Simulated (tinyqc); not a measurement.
Across the tunnelling window: band-to-band tunnelling across a p-n junction in a two-band chain.

Sites alternate A at -Eg/2 and C at +Eg/2 with hopping -t; near the edges, with k counted from the zone boundary pi/a, E^2 = (Eg/2)^2 + (t a k)^2, so t = sqrt(c Eg/m)/a gives the mass m, c = hbar^2/2m0. In the gap cosh(q a) = 1 + (Eg^2/4 - e^2)/(2 t^2), e the energy from the local mid-gap. The potential is V0 = Eg + ov on the p side (left), 0 on the n side, and falls linearly over the 2N sites of the junction, V_j = V0 (1 - j/(2N + 1)), j = 1 to 2N, site 1 being A. E = Eg/2 + x ov. A half chain that ends on a site of level e1 with neighbour e2 has g = (1 + z)/(E - e1), z = exp(-/+ i k a) the root with Im g < 0, cos(k a) = (E - e1)(E - e2)/(2 t^2) - 1. S_L = t^2 g (ending on C, shifted by V0), S_R = t^2 g (starting on A). T = 4 Im(S_L) Im(S_R) |G_(1,2N)|^2.

Constants: hbar^2/2m0 = 3.80998211 eV angstrom^2; e^2/h = 3.874045865e-05 S.

Parameters, chosen for this exercise (gap and mass near those of InSb; shifted at random, so the results belong to these values and not to a real crystal): Eg = 0.176 eV (gap); m = 0.014 m0 (mass of electron and light hole); a = 5 angstrom (period (two sites)); ov = 0.49 eV (overlap: top of the valence band on the p side above the conduction edge on the n side); Nw = 30 (periods in the junction).

N = Nw. The mean of T over the window uses 12 Gauss-Legendre points in x; the current of one channel with both spins, all states in the window full on the p side and empty on the n side, is (2e^2/h) <T> ov. WKB: exp(-2 I/F), I = pi Eg^2/(8 t a), F = V0/((2N + 1) a/2).

Against energy:

| x | E (eV) | T | T over WKB |
|---|---|---|---|
| 0.02 | 0.0978 | 0.298 | 0.666 |
| 0.10 | 0.1370 | 0.469 | 1.050 |
| 0.20 | 0.1860 | 0.497 | 1.111 |
| 0.35 | 0.2595 | 0.461 | 1.031 |
| 0.50 | 0.3330 | 0.434 | 0.971 |
| 0.65 | 0.4065 | 0.461 | 1.031 |
| 0.80 | 0.4800 | 0.497 | 1.111 |
| 0.90 | 0.5290 | 0.469 | 1.050 |
| 0.98 | 0.5682 | 0.298 | 0.666 |

mean T = 0.450
current = 17.1 microampere

What can be read from this table?

WKB gives one value for the whole window, since the path through the gap is the same. The chain is symmetric about x = 0.5, where it gives 0.97 times WKB; among these rows it is largest at x = 0.2 and 0.8 (1.11), and it has 0.67 at x = 0.02 on its way to zero at the ends, where the velocity in one lead vanishes. The variation comes from the reflections where the field begins and ends, whose distance from the turning points changes with x.

Program tinyqc; command `OMP_NUM_THREADS=1 python tinyqc.py 1450271 1450272 out.jsonl`; about 0.01 s on one thread of a shared Intel(R) Xeon(R) Processor @ 2.30GHz.
